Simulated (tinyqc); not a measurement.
What the anneal budget does: two-dimensional dopant profile at a mask edge: lateral junction, overlap and effective channel length. Computed by tinyqc, a small Python program. Command: `OMP_NUM_THREADS=1 python tinyqc.py 3003326 3003327 out.jsonl lateral walk`. One thread of a shared host (Intel(R) Xeon(R) Processor @ 2.30GHz), about 0.01 s of CPU time with the checks.

Ions enter for y < 0; the mask (spacer, then gate) covers y > 0. x is the depth. The surface reflects dopant during the anneal.

Inputs (values chosen for the exercise, modelled on a source-drain extension in silicon):
```
quantity,value,unit
dose Q,5.8e+14,1/cm^2
projected range R_p,7.1,nm
vertical straggle,2.8,nm
lateral straggle,3.3,nm
anneal budget D t,1.6e-14,cm^2
channel doping C_B,2.2e+18,1/cm^3
gate length L_g,72,nm
offset spacer,5.1,nm
```

Method:
- Widths s_x^2 = (vertical straggle)^2 + 2 D t, s_y^2 = (lateral straggle)^2 + 2 D t. C(x, y) = V(x) (1/2) erfc(y/(sqrt2 s_y)), V(x) = Q/(sqrt(2 pi) s_x) [exp(-(x - R_p)^2/(2 s_x^2)) + exp(-(x + R_p)^2/(2 s_x^2))]; 1 nm = 1e-7 cm.
- The lateral junction at depth x solves C = C_B: y_j(x) = sqrt2 s_y erfc^-1(2 C_B/V(x)). Overlap under the gate = y_j(0) - spacer; metallurgical channel L_met = L_g - 2 overlap (tails from the two sides are not added).
- x_j solves V(x) = C_B. Budgets are multiples of the given D t (at 0 the mirror term is kept, which overstates V(0) as implanted); those with V(0) not above 2.5 C_B are left out.

Junctions (nm):
```
multiple,s_x,s_y,x_j,y_j(0),y_j/x_j,L_met
0.0,2.8000,3.3000,16.742,6.060,0.36199,70.080
0.1,2.8566,3.3481,16.920,6.306,0.37273,69.587
0.3,2.9665,3.4424,17.265,6.763,0.39172,68.674
1.0,3.3226,3.7537,18.375,8.098,0.44070,66.004
2.0,3.7736,4.1581,19.763,9.592,0.48536,63.016
4.0,4.5431,4.8672,22.092,11.881,0.53779,58.439
8.0,5.7827,6.0407,25.755,15.232,0.59143,51.736
16.0,7.6837,7.8797,31.202,19.987,0.64057,42.226
```

What does the comparison show, and why?

The ratio y_j/x_j goes from 0.36 to 0.64: as implanted, x_j includes R_p and y_j only the lateral straggle; after long diffusion both scale roughly with sqrt(D t) as long as V(0) stays far above C_B, and the ratio stays below 1 because the edge starts from half the concentration and an erfc falls faster than the Gaussian. L_met shrinks by 27.9 nm over the rows.
